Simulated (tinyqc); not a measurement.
Inside a calculation. Method: lattice vibrations of a chain. Computed by tinyqc, a small Python program that keeps every step. Command: `OMP_NUM_THREADS=1 python tinyqc.py 28620 28621 out.jsonl` (the two numbers bound the seeds that draw the settings). One thread of a shared host (Intel(R) Xeon(R) Processor @ 2.60GHz), about 0.01 s of CPU time with the checks.

## Dynamical matrix at q = 0.35

A chain moving along its axis:

| atom | mass (u) | spring to the next atom (eV/angstrom^2) |
|---|---|---|
| 1 | 96.400000 | 6.700000 |
| 2 | 65.100000 | 26.000000 |
| 3 | 93.400000 | 27.200000 |
| 4 | 19.700000 | 26.900000 |

q is in units of 2 pi/a. A spring k from atom i to atom j, n cells on, adds k to Phi_ii and Phi_jj, -k exp(2 pi i q n) to Phi_ij and the conjugate to Phi_ji (for one atom a cell: 2k (1 - cos 2 pi q n)); D_ij = Phi_ij / sqrt(m_i m_j).

D(q) (eV/(angstrom^2 u)):
```
                    1          2          3                   4
1            0.348548  -0.084576   0.000000  0.362827+0.499388i
2           -0.084576   0.502304  -0.333434            0.000000
3            0.000000  -0.333434   0.569593           -0.634107
4  0.362827-0.499388i   0.000000  -0.634107            2.746193
```

## Frequencies

omega^2 are the eigenvalues; wavenumber = 521.4708 sqrt(eigenvalue) 1/cm.

eigenvalues: 0.059381  0.235959  0.819845  3.051453

wavenumbers (1/cm): 127.1  253.3  472.2  910.9

weights |e|^2 of the mass-weighted modes:
```
          mode 1    mode 2    mode 3    mode 4
atom 1  0.324480  0.561915  0.067203  0.046402
atom 2  0.213362  0.269059  0.516766  0.000812
atom 3  0.388613  0.152149  0.399140  0.060097
atom 4  0.073545  0.016877  0.016890  0.892688
```

## Dispersion and heat capacity

C/k_B per atom = mean over q = (j + 1/2)/80, j = 0..39 and all branches of y^2 e^y/(e^y - 1)^2, y = hc wavenumber / k_B T.

Wavenumbers (1/cm):

| q | branch 1 | branch 2 | branch 3 | branch 4 |
|---|---|---|---|---|
| 0.000000 | 0.000000 | 300.822028 | 460.710732 | 911.204253 |
| 0.062500 | 24.122953 | 298.939099 | 461.330659 | 911.190970 |
| 0.125000 | 48.025049 | 293.462126 | 463.049693 | 911.153126 |
| 0.187500 | 71.453131 | 284.857551 | 465.505483 | 911.096445 |
| 0.250000 | 94.069726 | 273.797602 | 468.243995 | 911.029518 |
| 0.312500 | 115.340716 | 261.152867 | 470.833785 | 910.962517 |
| 0.375000 | 134.254251 | 248.209774 | 472.927103 | 910.905660 |
| 0.437500 | 148.633460 | 237.338203 | 474.278692 | 910.867639 |
| 0.500000 | 154.392347 | 232.736330 | 474.744922 | 910.854283 |

Heat capacity:

| T (K) | C/k_B per atom |
|---|---|
| 20 | 0.060028 |
| 50 | 0.154809 |
| 100 | 0.307334 |
| 200 | 0.543540 |
| 300 | 0.691693 |
| 600 | 0.885917 |
| 1200 | 0.967596 |

zero-point energy per atom = 26.950713 meV
